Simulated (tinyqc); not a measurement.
Changing the hopping t: Holstein polaron on two sites. Computed by tinyqc, a small Python program. Command: `OMP_NUM_THREADS=1 python tinyqc.py 3008733 3008734 out.jsonl holstein sweep`. One thread of a shared host (Intel(R) Xeon(R) Processor @ 2.30GHz), about 0.02 s of CPU time with the checks.

One electron on sites 1 and 2: H = -t (c1+ c2 + c2+ c1) + hbar omega sum_i b_i+ b_i - g hbar omega sum_i n_i (b_i + b_i+). The symmetric phonon shifts the energy by -g^2 hbar omega/2 and drops out; with b = (b_1 - b_2)/sqrt(2) there remains H = -t sigma_x + hbar omega b+ b - (g hbar omega/sqrt(2)) sigma_z (b + b+). Parity splits it into blocks p = +1 and -1 over phonon numbers n. Zero-point energies are left out. Weights Z refer to mode b alone; the displaced symmetric mode multiplies the full zero-phonon weight by exp(-g^2/2).

Inputs (values chosen for the exercise, for a model dimer): phonon energy hbar omega = 52.7 meV; coupling g = 3.

Method. Block p: H_nn = n hbar omega - p t (-1)^n - g^2 hbar omega/2, H_(n,n+1) = -(g hbar omega/sqrt(2)) sqrt(n + 1). Use 60 levels in both blocks; Z = c_0^2 is the weight of n = 0 in the ground state c; the splitting is the lowest odd level less the lowest even one, which without coupling is the smaller of 2t and hbar omega; <sigma_x> = sum (-1)^n c_n^2 measures the kinetic energy.

One run for each value:
```
hopping t (meV)  splitting/(2t)  weight Z of n = 0 in mode b  <sigma_x>  mean phonon number in b
2.6                     0.00012                       0.0113     0.0060                    4.500
5.0                     0.00012                       0.0114     0.0113                    4.499
9.4                     0.00012                       0.0117     0.0212                    4.497
18.0                    0.00013                       0.0122     0.0405                    4.491
33.0                    0.00013                       0.0134     0.0741                    4.472
63.0                    0.00016                       0.0167     0.1416                    4.400
120.0                   0.00031                       0.0291     0.2706                    4.137
220.0                   0.00165                       0.1142     0.5081                    3.182
420.0                   0.01766                       0.7937     0.9140                    0.456
```

Over the rows, splitting/(2t) rises from 1.23e-4 to 0.0177 (exponent d ln y / d ln x 0.0019 between the first rows and 3.7 between the last); weight Z of n = 0 in mode b rises from 0.0113 to 0.794 (exponent d ln y / d ln x 0.019 between the first rows and 3.0 between the last); <sigma_x> rises from 0.00595 to 0.914 (exponent d ln y / d ln x 0.98 between the first rows and 0.91 between the last). For t much below hbar omega the ratio tends to exp(-g^2) = 1.23e-4; the first row has 1.23e-4.

Caution (rows 420): with hbar omega below 2t the lowest odd level starts as a one-phonon state, so the splitting here is a softened phonon and not a narrowed hopping.

Extremes, crossings and ranges named in words are read from the listed rows.
